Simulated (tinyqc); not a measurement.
Dopant mobility from one pulse.

Inverse problem. With linear drift and no window, R = Ron x + Roff (1 - x), dx/dt = k i, k = mv Ron/D^2, and so R^2 = R0^2 - 2 k (Roff - Ron) phi after the flux phi. Find x0, k, mv and the charge passed.

Inputs (values chosen for the exercise):
```
symbol  value  unit                             meaning
Ron        50   ohm  resistance of the fully doped film
Roff    16000   ohm      resistance of the undoped film
D          10    nm                      film thickness
```

R before and after a pulse of flux 0.56 V s (ohm): 12491.000  7600.8605

Answer. R^2 is linear in the flux and R is linear in the charge.

x0 = 0.220
k = 5.50e3 1/C
mv = 1.10e-14 m^2/(V s)
charge = 55.7 uC

Program tinyqc, `OMP_NUM_THREADS=1 python tinyqc.py 2880135 2880136 out.jsonl`; Intel Xeon 2.30GHz, shared host, one thread, about 0.3 s.
